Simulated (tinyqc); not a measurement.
Planar ballistic transistor, top-of-the-barrier model: one step of the calculation.

At the top of the source barrier, states moving towards the drain are filled by the source (Fermi level 0) and states moving back by the drain (Fermi level -q Vd); nothing scatters. U is the shift of the band edge there, set by the capacitances CG, CD and CS (the total) and by the charge. Parabolic two-dimensional band; the source is grounded.

Problem. Density of states, capacitances and charge at zero bias. N0 = gv m kB T/(pi hbar^2), CG = eps0 eox/tox, vT = sqrt(2 kB T/(pi m)), CS = CG/aG, n0 = n at U = 0 and Vd = 0. eta1 = -(E0 + U)/Vt, eta2 = eta1 - Vd/Vt, n = (N0/2)[F_0(eta1) + F_0(eta2)], F_0(x) = ln(1 + exp x). UL = -(aG Vg + aD Vd).

Inputs (values chosen for the exercise); mass and valleys close to those of indium arsenide:
```
symbol,value,unit,meaning
T,77,K,temperature
m,0.031,m0,effective mass
gv,1,,valley degeneracy
eox,3.9,,relative permittivity of the gate insulator
tox,2.4,nm,insulator thickness
aG,0.76,,gate control CG/CS
aD,0.1,,drain control CD/CS
E0,0.3,eV,band edge at the barrier top above the source Fermi level at zero bias
Vg,0.6,V,gate voltage
Vd,0.05,V,drain voltage
```

Constants: q = 1.602176634e-19 C, kB = 1.380649e-23 J/K, hbar = 1.054571817e-34 J s, m0 = 9.1093837015e-31 kg, Vt = kB T/q, eps0 = 8.8541878128e-14 F/cm where lengths are in cm. Results are converted to the units shown.

Wanted: N0; CG; CS; n0; UL.

Solution.

N0 = 8.5926e10 cm^-2
CG = 1.4388 uF/cm^2
CS = 1.8932 uF/cm^2
n0 = 1.9889e-9 cm^-2
UL = -0.46100 eV

Numbers from tinyqc (`OMP_NUM_THREADS=1 python tinyqc.py 2400110 2400111 out.jsonl`; about 0.02 s on one thread of a shared Intel Xeon 2.30GHz).
